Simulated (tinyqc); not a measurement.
Donor near an oxide interface in a gate field (two-state model), step by step. Values are carried at full precision from step to step, so a last printed digit may differ when a step is redone from the rounded ones.

Interface at z = 0 (hard wall), donor at z = d, field F pulling electrons to the interface: potential e F z; 1 kV/cm = 1e-5 eV/angstrom, c = hbar^2/2m0, q = e^2/(4 pi eps0), Q = (eps - eo)/(eps + eo). Donor state: E_D = e F d - ED - q Q/(4 eps d), the last term joining the images of ion and electron. Interface state: z exp(-b z/2) exp(-rho^2/(2 L^2)) with E_z = c b^2/(4 mz) + 3 e F/b + q Q b/(8 eps), minimised over b; in the plane at z = 3/b the ion (distance D = d - 3/b) and its image (D' = d + 3/b) give E_rho = c/(mt L^2) - (q/eps)(sqrt(pi)/L)[erfcx(D/L) + Q erfcx(D'/L)], erfcx(x) = exp(x^2) erfc(x), minimised over L. E_I = E_z + E_rho.

Constants: hbar^2/2m0 = 3.80998211 eV angstrom^2; e^2/(4 pi eps0) = 14.39964547 eV angstrom.

Parameters, chosen for this exercise (near those of a donor in Si below SiO2, static dielectric constants; the results hold for these values, not for the real material):
```
symbol  value  unit      meaning
d       160    angstrom  depth of the donor
ED      44.7   meV       bulk binding energy
mz      0.915  m0        mass across the interface
mt      0.19   m0        mass in the plane
eps     11.3             dielectric constant of the semiconductor
eo      3.9              dielectric constant of the oxide
F       46.8   kV/cm     field in the semiconductor
aD      17.8   angstrom  donor radius
v       0.38             valley factor
```

## The interface state across the interface

Solve c b/(2 mz) - 3 e F/b^2 + q Q/(8 eps) = 0; give Q, b, the three terms of E_z and <z> = 3/b.

Q = 0.4868
b = 0.07687 1/angstrom

kinetic, field and image terms (meV): [6.15, 18.26, 5.96]

<z> = 39.0 angstrom

The image pushes the electron away from the oxide; without it <z> would be 34.2 angstrom.

## Binding in the plane

Give D, D', the best L, both terms and E_rho.

D, D' (angstrom): [121.0, 199.0]

L = 110.9 angstrom

kinetic and Coulomb terms (meV): [1.63, -11.00]

E_rho = -9.37 meV

The bottom of the well lies at -13.7 meV, so the level is 31 % of the way up; L/D = 0.92. Above the critical field the ionised donor would thus still hold its electron as a dot at the interface.

## Where the electron sits

The two states couple by t = t0 exp(-D/aD) with t0 = q/(eps aD) (2 aD/L) sqrt(aD b/2) v, v a valley factor; this form is an estimate. With detuning u = E_D - E_I the splitting is sqrt(u^2 + 4 t^2) and the lower state has weight (1 - u/sqrt(u^2 + 4 t^2))/2 on the donor.

Give E_D, E_I, t, the splitting and the donor weight.

E_D, E_I (meV): [29.21, 21.01]

t = 0.00808 meV
splitting = 8.20 meV
donor weight = 0.000

The electron is at the interface; the contact hyperfine coupling scales with the donor weight. With this t, the tunnelling time pi hbar/(2t) at a crossing would be 128 ps (hbar = 6.58212e-16 eV s); here the detuning is 1.02e+03 t.

## Critical field

Find F at which E_D = E_I; compare the rule e F d = ED. The crossing width is 4t/(e D), with t and D formed anew at that field.

critical field = 39.9 kV/cm
ED/(e d) = 27.9 kV/cm
width = 0.031 kV/cm

The confinement energy E_z = 27.6 meV raises the field needed and the attraction E_rho = -9.5 meV lowers it; the result is 1.43 times the simple rule.

## Checks

- E_z without images against 1.5 x 6^(2/3)/2 (c (e F)^2/mz)^(1/3), meV: both 24.02.
- E_rho from the radial equation in the full Coulomb well against the Gaussian trial function, meV: both -9.4.

Run: tinyqc, `OMP_NUM_THREADS=1 python tinyqc.py 1282746 1282747 out.jsonl`; Intel(R) Xeon(R) Processor @ 2.30GHz, one thread, shared host; about 0.04 s of CPU time with all checks.
